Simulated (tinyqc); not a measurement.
Hubbard ring of 4 sites, step by step. Computed by tinyqc, a small Python program that keeps every step. Settings: hopping = 1.96, U = 6.8, mixing = 1, iteration cap = 67. Command: `OMP_NUM_THREADS=1 python tinyqc.py 21917 21918 out.jsonl` (the two numbers bound the seeds that draw the settings). One thread of a shared host (Intel(R) Xeon(R) Processor @ 2.60GHz), about 0.2 s of CPU time with the checks.

one-body matrix (hopping and site energies) (eV):
```
           1          2          3          4
1   0.690000  -1.960000   0.000000  -1.960000
2  -1.960000  -0.550000  -1.960000   0.000000
3   0.000000  -1.960000  -0.380000  -1.960000
4  -1.960000   0.000000  -1.960000   0.360000
```

U = 6.800000 eV

electrons, up and down: 1  1

n(up) at the start (a guess, not normalised): 1 0.550000, 2 0.000000, 3 0.550000, 4 0.000000

n(down) at the start (a guess): 1 0.000000, 2 0.550000, 3 0.000000, 4 0.550000

Each step fills the lowest levels of T + U n(other spin) and sets n(new) = n + mixing (n(out) - n); stop when output and input agree to 1e-8.

Course of the cycle:
```
iteration       E (eV)  largest |n(out) - n(in)|  mean |n_up - n_down|
1          -5.67515474                  3.32e-01              0.223947
2          -6.04108045                  1.37e-01              0.098018
3          -6.10524149                  6.78e-02              0.100481
4          -6.12271356                  6.22e-02              0.088961
5          -6.13142723                  4.00e-02              0.081434
6          -6.13640100                  4.09e-02              0.072229
7          -6.13997082                  3.02e-02              0.065187
8          -6.14237520                  3.04e-02              0.058140
9          -6.14416623                  2.39e-02              0.052493
10         -6.14544004                  2.36e-02              0.047072
11         -6.14640267                  1.92e-02              0.042597
...                ...                       ...                   ...
57         -6.14973392                  2.84e-04              0.000638
58         -6.14973402                  2.60e-04              0.000584
59         -6.14973411                  2.38e-04              0.000535
60         -6.14973418                  2.18e-04              0.000489
61         -6.14973424                  1.99e-04              0.000448
62         -6.14973429                  1.82e-04              0.000410
63         -6.14973433                  1.67e-04              0.000375
64         -6.14973437                  1.53e-04              0.000343
65         -6.14973440                  1.40e-04              0.000314
66         -6.14973443                  1.28e-04              0.000287
67         -6.14973445                  1.17e-04              0.000263
```

Can the last value be used, and what does the course show?

Not by the stop rule, although the second column moves by less than 1e-07 over the last three steps. Not converged within 67 iterations: the residual falls steadily but slowly, by a factor of about 0.92 a step. The lowest mean-field energy found from random starts is -6.14973 eV. Reruns (cap 100 unless said): mixing 0.2: not converged; mixing 0.5: not converged; mixing 0.9: not converged; the original settings with a cap of 400: converged in 173 (E = -6.14973).
